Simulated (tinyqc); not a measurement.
What moves the results: periodic multilayer mirror for extreme ultraviolet light. A value that a table varies takes the place of the one given here.

s polarisation, vacuum above. q_j = sqrt(N_j^2 - sin^2 theta); interface r_jk = (q_j - q_k)/(q_j + q_k) exp(-2 (2 pi/lam)^2 q_j q_k sg^2) (Nevot-Croce; sg = 0 if not given); phase factor of a layer x_j = exp(4 pi i q_j d_j/lam). Each period has the spacer (thickness (1 - Gm) L) on top of the absorber (Gm L). In this recursion R is the amplitude; R in tables and results is the reflectance, its squared modulus. The substrate is of the spacer material. Starting with R = 0 in it, each interface upward gives R -> (r + R x)/(1 + r R x), x that of the layer below the interface (1 for the substrate).

Inputs chosen for the exercise (optical constants near those of Mo and Si at 13.5 nm; the results hold for these values, not for the real material): lam = 13.5 nm (wavelength); dA = (0.0763, 0.0061) (delta and beta of the absorber, N = 1 - delta + i beta); dS = (0.0012, 0.00188) (delta and beta of the spacer and the substrate); L = 6.95 nm (period); Gm = 0.36 (absorber share of the period); theta = 0 degrees (angle from the normal); sg = 0 nm (interface roughness); Np = 50 (periods).

## Number of periods

The last column sets both beta to zero.

Reflectance:
```
periods      R  R without absorption
5        0.098                 0.109
10       0.294                 0.356
15       0.469                 0.600
20       0.585                 0.774
30       0.687                 0.937
40       0.714                 0.984
50       0.721                 0.996
60       0.723                 0.999
80       0.723                 1.000
100      0.723                 1.000
```

R reaches 0.714 at 40 periods and 0.723 at 100; it stays within 0.01 of the last value from 40 periods on. Without absorption the last value is 1.000: absorption, not the count of layers, caps the mirror.

## Wavelength

The optical constants are held fixed.

Reflectance:
```
lam (nm)      R
12.9      0.045
13.0      0.119
13.1      0.143
13.2      0.359
13.3      0.583
13.4      0.677
13.5      0.721
13.6      0.738
13.7      0.722
13.8      0.607
13.9      0.146
14.0      0.179
14.1      0.073
14.2      0.043
14.3      0.073
```

The largest value listed is 0.738 at 13.6 nm, against lam_B = 2 L Re(mean q) = 13.508 nm; the peak lies on the long side, where the nodes of the standing wave fall in the absorber. R exceeds half of that from 13.3 to 13.8 nm of the wavelengths listed, at least 3.7 % of the wavelength; a chain of ten mirrors narrows it, since R^10 falls to half where R has lost only 7 %.

## Absorber share

For each Gm the period is set so that lam_B = 2 L Re(mean q) equals lam - 0.09 nm.

Results:
```
Gm    L (nm)      R
0.15   6.790  0.537
0.20   6.816  0.644
0.25   6.842  0.698
0.30   6.868  0.724
0.35   6.894  0.736
0.40   6.921  0.739
0.45   6.948  0.736
0.50   6.975  0.727
0.60   7.030  0.692
0.70   7.086  0.622
```

The largest value listed is 0.739 at 0.4. The contrast of a period goes as sin(pi Gm) and is largest at 0.5, while the loss grows with Gm; R is 0.727 at 0.5, 0.724 at 0.3 and 0.622 at 0.7. Absorption pulls the best share below 0.5.

## Angle of incidence

Results:
```
theta (degrees)  lam_B (nm)      R
0                    13.508  0.721
2                    13.499  0.723
4                    13.473  0.730
6                    13.429  0.736
8                    13.368  0.737
10                   13.290  0.716
12                   13.194  0.589
14                   13.082  0.111
16                   12.952  0.147
18                   12.805  0.069
20                   12.642  0.021
```

lam_B = 2 L Re(mean q) falls with the angle, from 13.508 to 12.642 nm; the largest value listed is 0.737 at 8 degrees. R stays above 90 % of that value at 0, 2, 4, 6, 8 and 10 degrees, which bounds the cone of light that a mask or mirror with this period accepts.

## Tolerances

R of the mirror, and R^10 for a chain of ten such mirrors. Each row changes one parameter from the base and keeps the others.

Results:
```
case                         R    R^10
base                    0.7209  0.0379
L = 6.99 nm             0.6900  0.0245
Gm = 0.4                0.7324  0.0444
theta = 2 degrees       0.7233  0.0392
sg = 0.2 nm             0.7169  0.0359
dA = (0.0763, 0.00732)  0.6928  0.0255
lam = 13.55 nm          0.7323  0.0444
```

The largest shifts from the base row, up to three for each result and ties (the steps differ in size, so this ranks the rows, not the parameters). R: L -0.0309, dA -0.0281, Gm +0.0115. R^10: L -0.0134, dA -0.0124, Gm +0.00648.

Program tinyqc; command `OMP_NUM_THREADS=1 python tinyqc.py 1682492 1682493 out.jsonl`; about 0.01 s on one thread of a shared Intel(R) Xeon(R) Processor @ 2.30GHz.
